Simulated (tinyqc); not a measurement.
Via and link resistance from two via chains.

Problem. A chain of 2000 vias joined by 2000 metal links has R = 2000 (Rv + Rlink), with Rlink proportional to the link length. Find Rv, Rlink for length L, and the value of Rv that the short chain would give if the links were ignored.

resistance of chains of 2000 links with link lengths L and 3 L (ohm): [37200, 81200]

Answer. R per link is a straight line in the link length; its intercept at zero length is Rv.

Rv = 7.600 ohm
Rlink = 11.00 ohm
Rv without correction = 18.60 ohm

Numbers from tinyqc (`OMP_NUM_THREADS=1 python tinyqc.py 2750048 2750049 out.jsonl`; about 0.01 s on one thread of a shared Intel Xeon 2.30GHz).
